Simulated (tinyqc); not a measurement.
Inside a calculation. Method: geometry optimisation on the RHF/sto-3g surface (energies and gradients from PySCF), for H4, spin multiplicity 1. Computed by tinyqc, a small Python program that keeps every step (integrals from PySCF). Settings: charge = 0, multiplicity = 1, basis = sto-3g, optimiser = bfgs, first Hessian = 0.3, largest step = 0.1, iteration cap = 30. Command: `OMP_NUM_THREADS=1 python tinyqc.py 24843 24844 out.jsonl` (the two numbers bound the seeds that draw the settings). One thread of a shared host (Intel(R) Xeon(R) Processor @ 2.60GHz), about 1 s of CPU time with the checks.

positions at the start (bohr), order 1H, 2H, 3H, 4H:
$$\begin{pmatrix}
-0.005669 & 0.041574 & -0.052912 \\
0.028346 & -0.047243 & 1.545796 \\
-0.052912 & -0.026456 & 3.486545 \\
-0.047243 & -0.094486 & 5.128717
\end{pmatrix}$$

Stop when the largest gradient component is below 3e-5 hartree/bohr. The inverse Hessian follows the BFGS update with s = step, y = change of gradient.

Course of the optimisation:
```
step  E (hartree)  largest gradient (hartree/bohr)
1     -2.16029909                         1.66e-01
2     -2.18348233                         1.34e-01
3     -2.20023481                         9.05e-02
4     -2.20984073                         6.08e-02
5     -2.21482790                         4.10e-02
6     -2.21840340                         1.91e-02
7     -2.22109577                         1.53e-02
8     -2.22334525                         1.46e-02
9     -2.22524982                         1.26e-02
10    -2.22685533                         1.06e-02
11    -2.22820369                         8.61e-03
12    -2.22933376                         6.93e-03
13    -2.23027986                         5.52e-03
14    -2.23107134                         4.36e-03
15    -2.23173303                         3.42e-03
16    -2.23228579                         2.67e-03
17    -2.23274715                         2.15e-03
18    -2.23313188                         1.93e-03
19    -2.23345236                         1.71e-03
20    -2.23371906                         1.51e-03
21    -2.23394076                         1.33e-03
22    -2.23412487                         1.16e-03
23    -2.23427759                         1.02e-03
24    -2.23440415                         8.84e-04
25    -2.23450893                         7.68e-04
26    -2.23459559                         6.66e-04
27    -2.23466720                         5.78e-04
28    -2.23472633                         5.01e-04
29    -2.23477510                         4.35e-04
30    -2.23481530                         3.78e-04
```

Can the last value be used, and what does the course show?

Not by the stop rule. Not converged within 30 steps: the energy falls at every step, but slowly. Reruns: method bfgs, first Hessian 0.6, largest step 0.3: not converged.
